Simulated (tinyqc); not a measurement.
Finnis-Sinclair potential for a bcc metal: fit to cohesion and elasticity, then vacancy, surfaces and structure: one step, computed by the program tinyqc. Command: `OMP_NUM_THREADS=1 python tinyqc.py 3111639 3111640 out.jsonl fsfit walk`. One thread of a shared host (Intel(R) Xeon(R) Processor @ 2.30GHz), about 0.01 s of CPU time with the checks.

E = (1/2) sum V(r) - A sqrt(rho), rho = sum phi(r), phi = (r - d)^2 for r < d, V = (r - c)^2 (c0 + c1 r + c2 r^2) for r < c. In bcc the 8 first neighbours lie at sqrt(3) a/2 and the 6 second at a; both cut-offs lie below the third shell; Omega = a^3/2; E is per atom and z the number of atoms in a shell. The four constants A, c0, c1, c2 are fitted to E_c, zero pressure, B and C12 - C44 alone, so C44 and C11 - C12 are not matched singly; defects are unrelaxed.

Task: Three linear equations for c0, c1, c2. With v_k = (r - c)^2 r^k the rows are (1/2) sum z v_k, (1/2) sum z r v_k' and (1/2) sum z r^2 v_k''. With rho1 = sum z r phi' and rho2 = sum z r^2 phi'' the right-hand sides are: -E_c + A sqrt(rho) (cohesion); A rho1/(2 sqrt(rho)) (zero pressure); 9 B Omega + A [rho2/(2 sqrt(rho)) - rho1^2/(4 rho^(3/2))] with B = (C11 + 2 C12)/3.

Inputs (values chosen for the exercise, modelled on vanadium):
```
quantity             value      unit
lattice constant a    3.04  angstrom
cohesive energy E_c   5.26        eV
target C11             222       GPa
target C12             117       GPa
pair cut-off c/a     1.243         -
```

rho = 13.28934 angstrom^2

A = 2.072613 eV/angstrom

rho1 = -73.78840 angstrom^2

rho2 = 221.7984 angstrom^2

Constants: 1 eV/angstrom^3 = 160.2176634 GPa.

Give: matrix; right-hand side.

Result:

matrix:
```
                 c0     c1      c2
cohesion        6.9   18.8    51.5
pressure      -37.6  -85.7  -188.7
bulk modulus  110.9  105.5  -167.4
```

right-hand side (eV): 2.3  -21.0  124.8
